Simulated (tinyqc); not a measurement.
n-type polysilicon, carrier trapping at grain boundaries: effect of the doping.

One-dimensional grains of size Lg, uniform ionised doping N, monovalent traps Qt at each boundary at a depth Et below (for electrons) or above (for holes) the band edge there, abrupt depletion of width W on each side of a boundary, Boltzmann statistics. xi is the distance from the band edge at the grain centre to the Fermi level. Trapped charge Qt/(1 + exp((xi + VB - Et)/Vt)) = 2 N W, barrier VB = q N W^2/(2 eps0 eps_r).

If the trap equation with xi = Vt ln(NB/N) has a root W < Lg/2, the grain is partly depleted; otherwise W = Lg/2 and the trap equation gives xi = Et - VB + Vt ln(Qt/(N Lg) - 1). N* = Qt/Lg. n0 = NB exp(-xi/Vt); mean density n0 (1 - 2 W/Lg) by charge balance in a partly depleted grain, and n0 (sqrt(pi)/2) erf(u)/u with u = sqrt(VB/Vt) in a fully depleted one; v = sqrt(kB T/(2 pi ms m0)); barrier resistivity Vt exp(VB/Vt)/(q fe n0 v Lg); grain resistivity (1 - 2 W/Lg)/(q n0 mug); effective mobility 1/(q mean density total resistivity). Rows with xi above 0.45 V, towards mid-gap, are left out, since the other carrier type is ignored.

Parameters, values chosen for the exercise; values of the order met in polycrystalline silicon:
- T = 350 K (temperature)
- eps_r = 11.7 (relative permittivity)
- NB = 3.53e19 cm^-3 (conduction-band density of states at T)
- Lg = 140 nm (grain size)
- Qt = 6.4e11 cm^-2 (trap density of a grain boundary)
- Et = 0.44 eV (depth of the trap level from the majority band edge at the boundary)
- ms = 0.28 m0 (mass for thermionic emission)
- fe = 1 (correction factor of the emission rate)
- mug = 110 cm^2/(V s) (mobility inside the grains)

Constants: q = 1.602176634e-19 C, kB = 1.380649e-23 J/K, m0 = 9.1093837015e-31 kg, Vt = kB T/q, eps0 = 8.8541878128e-14 F/cm where lengths are in cm. Results are converted to the units shown.

Result of one run:

| N/N* | depleted share 2 W/Lg | VB (V) | xi (V) | mean density (cm^-3) | resistivity (ohm cm) | effective mobility (cm^2/(V s)) |
|---|---|---|---|---|---|---|
| 19.03 | 0.05254 | 0.009101 | 0.1117 | 8.243e17 | 0.06560 | 115.4 |

Which doping N gave this result: 1e16, 2.1e16, 4.5e16 or 8.7e17 cm^-3?

N = 8.7e17 cm^-3.

The whole series:

| N (cm^-3) | N/N* | depleted share 2 W/Lg | VB (V) | xi (V) | mean density (cm^-3) | resistivity (ohm cm) | effective mobility (cm^2/(V s)) |
|---|---|---|---|---|---|---|---|
| 1e16 | 0.2188 | 1.000 | 0.03789 | 0.4405 | 1.124e13 | 536.7 | 1035 |
| 2.1e16 | 0.4594 | 1.000 | 0.07957 | 0.3653 | 1.034e14 | 176.9 | 341.3 |
| 4.5e16 | 0.9844 | 0.9555 | 0.1557 | 0.2010 | 2.002e15 | 9.549 | 326.5 |
| 9.4e16 | 2.056 | 0.4850 | 0.08377 | 0.1788 | 4.841e16 | 0.7298 | 176.7 |
| 2e17 | 4.375 | 0.2285 | 0.03957 | 0.1560 | 1.543e17 | 0.2643 | 153.0 |
| 4.1e17 | 8.969 | 0.1115 | 0.01931 | 0.1344 | 3.643e17 | 0.1343 | 127.6 |
| 8.7e17 | 19.03 | 0.05254 | 0.009101 | 0.1117 | 8.243e17 | 0.06560 | 115.4 |
| 1.8e18 | 39.38 | 0.02540 | 0.004399 | 0.08976 | 1.754e18 | 0.03230 | 110.2 |

As N goes from 1e16 to 1.8e18, VB goes from 0.0379 through a maximum of 0.156 (at N = 4.5e16 among the rows listed) to 0.00440 V, the resistivity falls from 537 to 0.0323 ohm cm and the effective mobility falls from 1030 to 110 cm^2/(V s). The steepest fall of the resistivity among the rows, as N^(-3.8), lies between N = 2.1e16 and 4.5e16 cm^-3; N* = 4.57e16 cm^-3. While the grain is fully depleted VB grows as N; once the traps are full it falls as 1/N. For N = 4.1e17, 8.7e17, 1.8e18 VB is below Vt, where abrupt depletion and thermionic emission are rough. For N = 4.5e16 the grain is near the changeover between partial and full depletion, within a few Debye lengths, where both limits are rough. In every row the effective mobility exceeds mug, since drift through the depleted part of the grain is left out.

Numbers from tinyqc (`OMP_NUM_THREADS=1 python tinyqc.py 2830228 2830229 out.jsonl`; about 0.01 s on one thread of a shared Intel Xeon 2.30GHz).
